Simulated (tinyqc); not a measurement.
Yield against design margin.

Cells fail independently with probability Q(k) = erfc(k/sqrt(2))/2 when the margin is k standard deviations, and Y = exp(-Nb Q(k)). phi = exp(-k^2/2)/sqrt(2 pi).  k = margin/s(dVT). With one spare that repairs any one cell, Y1 = exp(-x)(1 + x), x = Nb Q(k).

Inputs (values chosen for the exercise): number of cells Nb = 268435456.

s(dVT) = 16.3 mV

Results:
```
M (mV)      k       Q(k)  expected failures x          Y         Y1
83      5.092   1.771e-7                47.55  2.240e-21  1.087e-19
86      5.276   6.599e-8                17.71   2.027e-8   3.793e-7
90      5.521   1.681e-8                4.512    0.01098    0.06050
96      5.890   1.936e-9               0.5197     0.5947     0.9038
108     6.626  1.727e-11             0.004637     0.9954      1.000
115     7.055  8.617e-13             2.313e-4     0.9998      1.000
```

Estimate the missing row, M = 102 mV.

Computed row:
```
M (mV)      k       Q(k)  expected failures x       Y      Y1
102     6.258  1.954e-10              0.05245  0.9489  0.9987
```

With this row back in the table: Over a change of the margin from 83 to 115 mV, k goes from 5.09 to 7.06, the expected failures fall by 5.3 decades and the yield goes from 2.24e-21 to 0.9998. The spare helps most at M = 96 mV among the rows, where it lifts the yield from 0.595 to 0.904.

Computed by the program tinyqc: `OMP_NUM_THREADS=1 python tinyqc.py 2090040 2090041 out.jsonl`, one thread of a shared Intel Xeon 2.30GHz, about 0.01 s for the whole run.
